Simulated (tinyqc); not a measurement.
# From contact resistance R_c back to sheet resistance R_sh

Model: specific resistance of a metal-semiconductor contact and its transmission-line measurement. Computed by tinyqc, a small Python program. Command: `OMP_NUM_THREADS=1 python tinyqc.py 3004732 3004733 out.jsonl contact inv`. One thread of a shared host (Intel(R) Xeon(R) Processor @ 2.30GHz), about 0.02 s of CPU time with the checks.

The barrier is parabolic (depletion approximation), energies E are normal energies counted from the band edge in the neutral semiconductor (downwards for holes), and the bias is zero. xi is an input, held fixed when other inputs move.

Inputs (values chosen for the exercise, modelled on p-type SiGe):
```
quantity                                           value          unit
tunnelling mass m                                   0.28           m_0
permittivity eps                                      13             -
Richardson constant A*                              28.7  A/(cm^2 K^2)
barrier height phi_B                                0.27            eV
doping N                                         7.5e+18        1/cm^3
Fermi level above the band edge in the bulk, xi   -0.068            eV
temperature T                                        500             K
contact length d                                      15    micrometre
contact width W                                       20    micrometre
```

Image-force lowering: included.

Constants: hbar = 1.054571817e-34 J s; eps_0 = 8.8541878128e-12 F/m; m_0 = 9.1093837015e-31 kg; k_B = 8.617333262e-05 eV/K; e = 1.602176634e-19 C.

Method:
- E_00 = (e hbar/2) sqrt(N/(eps eps_0 m)); band bending E_b = phi_B + xi; depletion width w = sqrt(2 eps eps_0 E_b/(e^2 N)). Image lowering d_phi = (e^3 N E_b/(8 pi^2 (eps eps_0)^3))^(1/4) (E_b in volts), and E_b - d_phi replaces E_b everywhere except in w.
- WKB transmission for E < E_b, with a = E/E_b: D = exp{-(E_b/E_00) [sqrt(1 - a) - a ln((1 + sqrt(1 - a))/sqrt(a))]}; D = 1 above.
- At zero bias 1/rho_c = (e A*/k_B^2) int D(E) f(E) dE, f = 1/(1 + exp((E - xi)/k_B T)); 200 Gauss-Legendre points from 0 to E_b, and k_B T ln(1 + exp((xi - E_b)/k_B T)) for the part above the barrier; the share of tunnelling is the part below.
- Transmission-line model: transfer length L_T = sqrt(rho_c/R_sh); R_c = (R_sh L_T/W) coth(d/L_T). Limits: rho_c/(W d) for d << L_T, sqrt(rho_c R_sh)/W for d >> L_T.

Question. A run gave the result below. Find the sheet resistance R_sh, known to lie between 6600 and 14000 ohm.

contact resistance R_c = 19.31016 ohm

Answer.

Each step takes the trial c = (a f_b - b f_a)/(f_b - f_a), f being the result less the target and a, b, c the logarithms of the listed values; c replaces end b, the old b replaces a if the sign of f changed, and otherwise f_a is halved.

Scan of the range:
```
sheet resistance R_sh (ohm)  contact resistance R_c (ohm)
6600                                              14.3208
7480                                              15.2457
8480                                              16.2328
9610                                              17.2805
10900                                             18.4038
12400                                             19.6294
14000                                             20.8574
```

False position (Illinois rule, in the logarithm of the input) inside the bracket:
```
step    end a    end b    trial  contact resistance R_c (ohm)
1     10900.0  12400.0  11990.5                       19.3025
2     12400.0  11990.5  11999.9                       19.3101
3     12400.0  11999.9  12000.1                       19.3102
4     11999.9  12000.1  12000.0                       19.3102
```

Contact resistance R_c rises at every point of a 13-point scan of the range (every second point is shown), so one value fits; it is bracketed by 10900 and 12400. The scan shows a pure power law with exponent 0.5000, so scaling from any one row also gives the answer directly. Answer: sheet resistance R_sh = 12000 ohm.
